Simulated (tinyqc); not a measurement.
Koster-Slater impurity in a tight-binding band, by Green functions and by supercells: one step, computed by the program tinyqc.

One orbital per site, e(k) = -2 t sum cos(k_i) over 2 direction(s), band from -4 t to 4 t, lattice constant 1. One site has the extra energy U. Spin is left out.

Question. The supercell Hamiltonian at Gamma. H_ij = -t for each bond from i to j, images included (two bonds add when N = 2); H_11 = U; sites are numbered with the last coordinate running fastest. Diagonalise.

Inputs (values chosen for the exercise, for a model band): hopping t = 0.78 eV; impurity potential U = -3.15 eV; supercell edge N = 3 sites.

Lattice: square.

Give: H; levels.

Answer.

H (eV):
```
       1      2      3      4      5      6      7      8
1  -3.15  -0.78  -0.78  -0.78   0.00   0.00  -0.78   0.00
2  -0.78   0.00  -0.78   0.00  -0.78   0.00   0.00  -0.78
3  -0.78  -0.78   0.00   0.00   0.00  -0.78   0.00   0.00
4  -0.78   0.00   0.00   0.00  -0.78  -0.78  -0.78   0.00
5   0.00  -0.78   0.00  -0.78   0.00  -0.78   0.00  -0.78
6   0.00   0.00  -0.78  -0.78  -0.78   0.00   0.00   0.00
7  -0.78   0.00   0.00  -0.78   0.00   0.00   0.00  -0.78
8   0.00  -0.78   0.00   0.00  -0.78   0.00  -0.78   0.00
9   0.00   0.00  -0.78   0.00   0.00  -0.78  -0.78  -0.78

       9
1   0.00
2   0.00
3  -0.78
4   0.00
5   0.00
6  -0.78
7  -0.78
8  -0.78
9   0.00
```

levels (eV): [-4.151, -2.182, -0.780, -0.780, -0.780, 0.842, 1.560, 1.560, 1.560]
